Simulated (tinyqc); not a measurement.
## Gate sheet resistance from two finger widths

Inverse problem. At low frequency R = Rsh Wf/(3 L) + B/Wf, where B collects the channel and vertical terms. Find Rsh, B and the width of lowest R.

Inputs (values chosen for the exercise): channel length L = 0.09 um.

input resistance of single fingers, contacted at one end, of width 1.2 and 4.7 um (ohm): [262.22222, 294.76753]

Answer. R Wf is a straight line in Wf^2; the minimum of R lies where both terms are equal.

Rsh = 14.0 ohm/square
B = 240 ohm um
width of lowest R = 2.15 um

Computed by the program tinyqc: `OMP_NUM_THREADS=1 python tinyqc.py 2262038 2262039 out.jsonl`, one thread of a shared Intel Xeon 2.30GHz, about 0.01 s for the whole run.
